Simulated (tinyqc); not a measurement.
From results back to parameters: Landau levels of massless Dirac electrons. Three cases, with inputs chosen for the exercise.

Problem. Two successive minima of rho_xx occur at the fields below; each unresolved level holds 4 n_B electrons, n_B = B/(h/e), so minima lie at n/n_B = 4 (j + phi) with integer j and phi = 0 or 1/2; 1/angstrom^2 = 1e16/cm^2.

Constants: h/e = 413566.7697 T angstrom^2.

Find: period in 1/B; n; j + phi at the higher field.

Method. The period is 4/(n h/e), and j + phi = 1/(B x period). The half-integer marks the Berry phase pi of massless Dirac electrons.

Case 1.

higher field = 2.83589 T
lower field = 2.20569 T

Solution.

period in 1/B = 0.1007 1/T
n = 9.60 x 1e11/cm^2
j + phi at the higher field = 3.50

Case 2.

higher field = 1.46339 T
lower field = 1.26827 T

Solution.

period in 1/B = 0.1051 1/T
n = 9.20 x 1e11/cm^2
j + phi at the higher field = 6.50

Case 3.

higher field = 1.06346 T
lower field = 0.82713 T

Solution.

period in 1/B = 0.2687 1/T
n = 3.60 x 1e11/cm^2
j + phi at the higher field = 3.50

Computed by tinyqc, one run a case: `OMP_NUM_THREADS=1 python tinyqc.py N N+1 out.jsonl` with N = 1281627, 1281656, 1281964; one thread of a shared Intel(R) Xeon(R) Processor @ 2.30GHz, about 0.01 s a run at most.
